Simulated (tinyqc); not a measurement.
Trench capacitor in an array: capacitance, non-linearity, leakage and relaxation: two steps of the calculation.

A film between two metal electrodes, each interface adding a series capacitance ci. The small-signal permittivity is ek (1 + aq E^2); the field is found with the linear permittivity. Leakage J = J0 sinh(E/Ef). After a voltage step the film passes a relaxation current kr C V tt^(-nr), tt being the time in seconds. The sidewall is a coaxial capacitor with radii a = dm/2 - t and b = dm/2, depth AR dm; the end face is left out.

Parameters, values chosen for the exercise; permittivity of the order of that of zirconium oxide:
- ek = 37.9 (relative permittivity of the film)
- t = 17 nm (film thickness)
- ci = 170 uF/cm^2 (capacitance of each electrode interface (dead layer and screening))
- aq = 0.0078 cm^2/MV^2 (quadratic field coefficient of the permittivity)
- V = 1.2 V (bias)
- J0 = 2.8e-11 A/cm^2 (leakage prefactor)
- Ef = 0.49 MV/cm (field for an e-fold rise of the leakage)
- dm = 110 nm (diameter of the hole)
- AR = 70 (aspect ratio, depth over diameter)
- pt = 170 nm (pitch of the square array)
- rho = 300 uohm cm (resistivity of the inner electrode)

Constants: eps0 = 8.8541878128e-14 F/cm where lengths are in cm. Results are converted to the units shown.

Question 1. Planar capacitance, field and non-linearity. Planar film: Cf = eps0 ek/t, 1/C = 1/Cf + 2/ci, EOT = 3.9 eps0/C, effective permittivity C t/eps0, E = (V/t) C/Cf; quadratic coefficient [C(V)/C - 1]/V^2 with Cf (1 + aq E^2) in C(V).

Give: Cf; C; EOT; effective permittivity; E; quadratic coefficient; J.

Answer 1.

Cf = 1.974 uF/cm^2
C = 1.929 uF/cm^2
EOT = 1.790 nm
effective permittivity = 37.04
E = 0.6899 MV/cm
quadratic coefficient = 2519 ppm/V^2
J = 5.380e-11 A/cm^2

The interfaces take 2.27 % of the voltage.

Question 2. Cell capacitance, fields and time constant. Per length 1/c = ln(b/a)/(2 pi eps0 ek) + (1/a + 1/b)/(2 pi ci); cell capacitance c AR dm; per footprint over pt^2; fields c V/(2 pi eps0 ek r) at r = a and b; resistance of the inner electrode rho AR dm/(pi a^2); time constant R C/3 of the distributed line.

Wanted: a; b; cell capacitance; capacitance per footprint; field at a; field at b; R; R C/3.

Answer 2.

a = 38.000 nm
b = 55.000 nm
cell capacitance = 42.890 fF
capacitance per footprint = 148.41 uF/cm^2
field at a = 0.83425 MV/cm
field at b = 0.57639 MV/cm
R = 5.0921 kohm
R C/3 = 72.800 ps

The array gives 76.9 times the planar capacitance per footprint; curvature makes the field at the inner electrode 1.21 times the planar value.

Program tinyqc, `OMP_NUM_THREADS=1 python tinyqc.py 2102180 2102181 out.jsonl`; Intel Xeon 2.30GHz, shared host, one thread, about 0.01 s.
